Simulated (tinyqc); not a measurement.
Stretching all distances: RHF, UHF, MP2, CISD and CCSD against full CI in the sto-6g basis, for BeH+, spin multiplicity 1. Computed by the program tinyqc with PySCF. All coordinates are multiplied by the scale. c0^2 is the weight of the RHF determinant in the lowest singlet FCI state (UHF is spin-contaminated and may lie near states of higher spin) and n(LUMO) the first natural occupation beyond the occupied space.

Geometry (angstrom):
```
atom,x,y,z
Be,0.0000,0.0000,0.0000
H,0.0000,0.0000,1.2970
```

Full CI energy (hartree) and errors against it (kcal/mol):
```
scale,distance 1-2 (angstrom),E(FCI),RHF,UHF,MP2,CISD,CCSD,<S^2> UHF,c0^2,n(LUMO)
0.9300,1.2062,-14.835585,11.3161,11.3161,3.5861,0.0084,0.0067,0.0000,0.9831,0.0222
1.6000,2.0752,-14.781068,35.3751,16.8166,15.1746,0.0434,0.0338,0.7278,0.8815,0.2071
1.9400,2.5162,-14.747344,54.6023,7.8447,23.9111,0.0779,0.0541,0.9065,0.7635,0.4170
2.2800,2.9572,-14.730889,72.7177,2.8532,30.4717,0.1119,0.0691,0.9706,0.6215,0.6365
2.6100,3.3852,-14.725066,86.2029,0.9934,32.6356,0.1357,0.0776,0.9916,0.5066,0.7979
```

Estimate the missing row, scale = 1.27.

Computed row:
```
scale   distance 1-2 (angstrom)      E(FCI)      RHF      UHF     MP2    CISD    CCSD  <S^2> UHF    c0^2  n(LUMO)
1.2700                   1.6472  -14.825946  20.1990  20.1990  7.7616  0.0196  0.0158     0.0000  0.9532   0.0747
```

UHF parts from RHF first at scale 1.6 of those listed, where <S^2> leaves zero. The weight c0^2 goes from 0.98 to 0.51 and n(LUMO) from 0.02 to 0.80: static correlation grows as the bonds break into open-shell fragments. The spread of the error along the curve, which distorts its shape, is CCSD 0.1, CISD 0.1, UHF 19.2, MP2 29.0, RHF 74.9 kcal/mol. The table stops here: at scale 2.95 and beyond, the reference weight falls under 0.45 or RHF, UHF or CCSD hop between solutions, so those rows were left out and the spreads given cover only the rows shown. As computed, partly on other solutions, the errors there reach in size RHF 95, UHF 0, MP2 30, CISD 0, CCSD 0 kcal/mol.
